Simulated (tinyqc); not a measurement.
Undoped symmetric double-gate MOSFET, analytic potential model: one step of the calculation.

An undoped body of thickness ts between two equal insulators and tied gates; long channel, electrons only, n = ni exp((psi - V)/Vt) with V the quasi-Fermi potential (0 at the source, Vd at the drain), constant mobility, no quantisation. Across the body psi(x) = V - 2 Vt ln[(ts/(2 beta)) sqrt(q ni/(2 eps0 eps_r Vt)) cos(2 beta x/ts)], x from the centre. Q is the electron charge per area of the whole body.

Question. beta at the source by Newton steps in z = ln(tan beta). With V = 0, t = exp(z), beta = arctan(t): f = ln(beta) + (1/2) ln(1 + t^2) + 2 r beta t - (Vg - V0)/(2 Vt); with c = t/(1 + t^2), df/dz = c/beta + t c + 2 r t (c + beta); z(new) = z - f/(df/dz).

Inputs (values chosen for the exercise):
- T = 400 K (temperature)
- Vg = 0.23 V (gate voltage)

Constants: q = 1.602176634e-19 C, kB = 1.380649e-23 J/K, Vt = kB T/q. Results are converted to the units shown.

z after iteration 1 = -0.13149043
r = 0.22190955
V0 = 0.21420505 V

Find: beta; f; df/dz; z after iteration 2.

Answer.

beta = 0.7198
f = 0.007414
df/dz = 1.596
z after iteration 2 = -0.1361

Numbers from tinyqc (`OMP_NUM_THREADS=1 python tinyqc.py 2440039 2440040 out.jsonl`; about 0.01 s on one thread of a shared Intel Xeon 2.30GHz).
